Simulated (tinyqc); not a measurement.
MOSFET in the linear regime without short-channel effects, parameter extraction from computed curves: one step of the calculation.

Inversion charge Q = Cox n Vt W0(exp((Vg - VT)/(n Vt))), W0 the Lambert function and n = nf; u = Q/Cox; mobility mu = mu0/(1 + th1 u + th2 u^2); channel resistance Rch = (L - dL)/(W mu Q); Id = Vd/(Rch + Rsd/W). Cox = eps0 eox/tox. Small Vd, no channel-length or drain effects.

Problem. Threshold and mobility at the peak transconductance. gm_i = (Id_(i+1) - Id_(i-1))/(Vg_(i+1) - Vg_(i-1)); at the point j of largest gm the tangent meets the axis at V_ext = Vg_j - Id_j/gm_j; field-effect mobility gm_j L/(W Cox Vd) with the drawn L.

Inputs (values chosen for the exercise); channel values of the order met in silicon transistors: relative permittivity of the gate insulator (close to silicon dioxide) eox = 3.9; insulator thickness tox = 1.6 nm; low-field mobility mu0 = 220 cm^2/(V s); threshold voltage VT = 0.41 V; gate width W = 0.5 um; drawn gate length L = 0.68 um; drawn less effective length dL = 0.003 um; drain voltage Vd = 0.05 V.

Constants: eps0 = 8.8541878128e-14 F/cm where lengths are in cm. Results are converted to the units shown.

| point | Vg (V) | Id (uA) |
|---|---|---|
| 0 | 0.17 | 2.5491528e-5 |
| 1 | 0.29 | 0.0032935415 |
| 2 | 0.41 | 0.24338595 |
| 3 | 0.53 | 1.4863081 |
| 4 | 0.65 | 3.0398133 |
| 5 | 0.77 | 4.5585421 |
| 6 | 0.89 | 5.9809099 |
| 7 | 1.01 | 7.2976722 |
| 8 | 1.13 | 8.5128817 |
| 9 | 1.25 | 9.6343372 |
| 10 | 1.37 | 10.670582 |

Give: gm; j; V_ext; field-effect mobility.

Solution.

| point | gm (uS) |
|---|---|
| 1 | 1.0140 |
| 2 | 6.1792 |
| 3 | 11.652 |
| 4 | 12.801 |
| 5 | 12.255 |
| 6 | 11.413 |
| 7 | 10.550 |
| 8 | 9.7361 |
| 9 | 8.9904 |

j = 4
V_ext = 0.41253 V
field-effect mobility = 161.33 cm^2/(V s)

V_ext is 2.5 mV above the model VT, and the mobility so found is 27 % below mu0 L/(L - dL) = 221 cm^2/(V s), the value for the drawn L; attenuation, series resistance and the slow approach of Q to a straight line all lower the peak gm.

Numbers from tinyqc (`OMP_NUM_THREADS=1 python tinyqc.py 2210044 2210045 out.jsonl`; about 0.01 s on one thread of a shared Intel Xeon 2.30GHz).
